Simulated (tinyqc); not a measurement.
A ladder of methods, and size consistency: correlation methods against full CI in the 6-311g basis, for H2, spin multiplicity 1. Computed by the program tinyqc with PySCF. All electrons correlated; +Q is the Davidson correction (1 - c0^2) E_corr. The last columns treat two copies 100 angstrom apart as one system. FCI is the lowest singlet.

Geometry (angstrom):
```
atom       x       y       z
H     0.0000  0.0000  0.0000
H     0.0000  0.0000  0.6730
```

RHF energy of one = -1.125248 hartree

Correlation energies (hartree):
```
method   E_corr of one  share of FCI (%)  E_corr of two at 100 angstrom  two minus twice one (mhartree)
MP2           -0.01741            71.736                       -0.03483                           0.000
CISD          -0.02427           100.000                       -0.04794                           0.606
CISD+Q        -0.02459           101.284                       -0.04912                           0.049
CCSD          -0.02427           100.000                       -0.04855                           0.000
CCSD(T)       -0.02427           100.000                       -0.04855                           0.000
FCI           -0.02427           100.000                              -                               -
```

What does the comparison show, and why?

MP2 recovers 72 %, CISD 100.0 % and CCSD 100.0 % of the FCI value (c0^2 = 0.987 in CISD). MP2 and coupled cluster are size consistent, so their last column vanishes; CISD loses 0.61 mhartree, since a double excitation on each copy is a quadruple of the pair, and the Davidson correction leaves +0.05. With two electrons, or one virtual orbital, CISD and CCSD are exact for one copy, so +Q overshoots there.
